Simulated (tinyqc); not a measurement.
On-chip power grid, static voltage drop by conjugate gradients: one step of the calculation.

A grid of 3 rows and 3 columns, node k = 3 row + column. Neighbours in a row are joined by Rx, in a column by Ry; pad nodes, which reach the supply through Rp: 0, 8. Each node draws I0, node 6 draws kh I0. The drops u = Vdd - V solve G u = i, with G the conductance matrix (1/Rp added on the diagonal at pad nodes).

Question. Conjugate-gradient step. q = G p; a = (r.r)/(p.q); u(new) = u + a p; r(new) = r - a q; b = (r.r)(new)/(r.r); p(new) = r(new) + b p.

Parameters, values chosen for the exercise: resistance of a horizontal segment Rx = 0.21 ohm; resistance of a vertical segment Ry = 0.17 ohm; resistance from a pad node to the supply Rp = 0.065 ohm.

u at the start (mV):
```
       col 0  col 1  col 2
row 0      0      0      0
row 1      0      0      0
row 2      0      0      0
```

r at the start (mA):
```
       col 0  col 1  col 2
row 0    1.3    1.3    1.3
row 1    1.3    1.3    1.3
row 2    3.9    1.3    1.3
```

p at the start (mA):
```
       col 0  col 1  col 2
row 0    1.3    1.3    1.3
row 1    1.3    1.3    1.3
row 2    3.9    1.3    1.3
```

Wanted: q; a; u after iteration 1; r after iteration 1; b; p after iteration 1.

Answer.

q (mA S):
```
         col 0    col 1   col 2
row 0   20.000    0.000   0.000
row 1  -15.294    0.000   0.000
row 2   27.675  -12.381  20.000
```

a = 0.23178 ohm

u after iteration 1 (mV):
```
         col 0    col 1    col 2
row 0  0.30131  0.30131  0.30131
row 1  0.30131  0.30131  0.30131
row 2  0.90393  0.30131  0.30131
```

r after iteration 1 (mA):
```
         col 0   col 1    col 2
row 0  -3.3355  1.3000   1.3000
row 1   4.8448  1.3000   1.3000
row 2  -2.5145  4.1696  -3.3355
```

b = 2.6520

p after iteration 1 (mA):
```
        col 0   col 1   col 2
row 0  0.1121  4.7476  4.7476
row 1  8.2924  4.7476  4.7476
row 2  7.8284  7.6172  0.1121
```

Numbers from tinyqc (`OMP_NUM_THREADS=1 python tinyqc.py 2770181 2770182 out.jsonl`; about 0.08 s on one thread of a shared Intel Xeon 2.30GHz).
